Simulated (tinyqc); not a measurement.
# Frequency dispersion of an accumulation capacitance by border traps, distributed model: what changes with what

Traps spread evenly through the insulator exchange electrons with the semiconductor by tunnelling, with tau(x) = t0 exp(2 ka x) at depth x from the interface. The admittance per area Y seen at depth x obeys dY/dx = -Y^2/(i w eps0 eox) + q Nb ln(1 + i w tau)/tau, with Y(0) = i w Cs and w = 2 pi f; the gate sees Y(tox) = G + i w C. Working variable y = Y/(i w), in uF/cm^2. Cox = eps0 eox/tox.

Values chosen for this exercise; permittivity close to that of silicon dioxide:
```
symbol,value,unit,meaning
eox,4.05,,relative permittivity of the insulator
tox,6.7,nm,insulator thickness
Cs,0.51,uF/cm^2,semiconductor capacitance in accumulation
Nb,5e19,cm^-3 eV^-1,density of border traps
ka,4,1/nm,decay constant of the wave function in the insulator
t0,5e-9,s,time constant of a trap at the interface
f,1000,Hz,frequency
```

Constants: q = 1.602176634e-19 C, eps0 = 8.8541878128e-14 F/cm where lengths are in cm. Results are converted to the units shown.

Each table varies one quantity; the others keep the values above.

## Capacitance and loss against frequency

Cox; trap-free value 1/(1/Cox + 1/Cs); response depth d = ln(1/(w t0))/(2 ka), where w tau = 1; lumped estimate: all traps within d act as C_bt = q Nb d placed at d/2, so C = 1/{1/[1/(1/Cs + d/(2 eps0 eox)) + C_bt] + (tox - d/2)/(eps0 eox)}. C and G from a fine integration; dispersion -d C/d log10 f over C, from f times and over 1.1. For a broad spread of time constants G/w is close to -(pi/2) dC/d ln w.

The same in every row: trap-free C (uF/cm^2) = 0.2612.

Results:
```
f (Hz)	d (nm)	C (uF/cm^2)	G/w (uF/cm^2)	dispersion (% a decade)	-(pi/2) dC/d ln w (uF/cm^2)	lumped C (uF/cm^2)
10	1.872	0.5008	0.01894	5.526	0.01888	0.4716
1000	1.296	0.4459	0.01898	6.206	0.01888	0.4252
10000	1.008	0.4177	0.01987	6.925	0.01973	0.3989
1e5	0.7204	0.3876	0.02166	8.117	0.02146	0.3691
1e6	0.4326	0.3541	0.02474	10.19	0.02461	0.3337
1e7	0.1447	0.3142	0.02804	14.08	0.03018	0.2891
```

Estimate the missing row, f = 100 Hz.

Computed row:
```
f (Hz)	d (nm)	C (uF/cm^2)	G/w (uF/cm^2)	dispersion (% a decade)	-(pi/2) dC/d ln w (uF/cm^2)	lumped C (uF/cm^2)
100	1.584	0.4734	0.01872	5.773	0.01864	0.4491
```

With this row back in the table: C falls from 0.5008 to 0.3142 uF/cm^2, towards the trap-free 0.2612; each decade of frequency removes ln 10/(2 ka) = 0.288 nm from the response depth. The dispersion rises from 5.53 to 14.1 % a decade and G/w goes from 0.0189 through a minimum of 0.0187 (at f = 100 Hz among the rows listed) to 0.0280 uF/cm^2. G/w lies between 0.929 and 1.01 times -(pi/2) dC/d ln w, the relation for a broad spread of time constants.

## Effect of the decay constant of the wave function in the insulator

Same model as above.

The same in every row: trap-free C (uF/cm^2) = 0.2612.

Effect of the decay constant of the wave function in the insulator:
```
ka (1/nm)	d (nm)	C (uF/cm^2)	G/w (uF/cm^2)	dispersion (% a decade)	-(pi/2) dC/d ln w (uF/cm^2)	lumped C (uF/cm^2)
2.5	2.074	0.5314	0.03153	8.634	0.03130	0.4868
3.2	1.620	0.4810	0.02346	7.107	0.02332	0.4520
3.9	1.329	0.4495	0.01940	6.293	0.01930	0.4280
4.6	1.127	0.4273	0.01693	5.779	0.01685	0.4101
5.3	0.9781	0.4105	0.01522	5.413	0.01516	0.3960
6	0.8640	0.3971	0.01395	5.130	0.01390	0.3845
6.7	0.7737	0.3862	0.01295	4.898	0.01290	0.3750
7.4	0.7006	0.3770	0.01212	4.699	0.01208	0.3669
```

As ka goes from 2.5 to 7.4, C falls from 0.531 to 0.377 uF/cm^2, the dispersion falls from 8.63 to 4.70 % a decade and G/w falls from 0.0315 to 0.0121 uF/cm^2. The lumped estimate is 8.4 % below C in the first row and 2.7 % below it in the last.

Computed by the program tinyqc: `OMP_NUM_THREADS=1 python tinyqc.py 2202176 2202177 out.jsonl`, one thread of a shared Intel Xeon 2.30GHz, about 0.5 s for the whole run.
